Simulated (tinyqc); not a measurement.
Worked calculation: MP2 on RHF in the 3-21g basis, for H2, spin multiplicity 1. One step of it, computed by the program tinyqc.

Question. Orthogonalisation. S = U s U^T; canonical form X = U s^(-1/2), so that X^T S X = 1. Each column of U has its largest component positive (the first on a tie).

overlap S:
```
,1H 1s,1H 2s,2H 1s,2H 2s
1H 1s,1.000000,0.645899,0.362022,0.462644
1H 2s,0.645899,1.000000,0.462644,0.817031
2H 1s,0.362022,0.462644,1.000000,0.645899
2H 2s,0.462644,0.817031,0.645899,1.000000
```

Give: eigenvalues of S; X.

Answer.

eigenvalues of S: 0.1183  0.4579  0.7026  2.7212

X:
```
,1,2,3,4
1H 1s,-0.6836,0.8098,0.7956,0.2709
1H 2s,1.9385,-0.6605,0.2806,0.3322
2H 1s,0.6836,0.8098,-0.7956,0.2709
2H 2s,-1.9385,-0.6605,-0.2806,0.3322
```
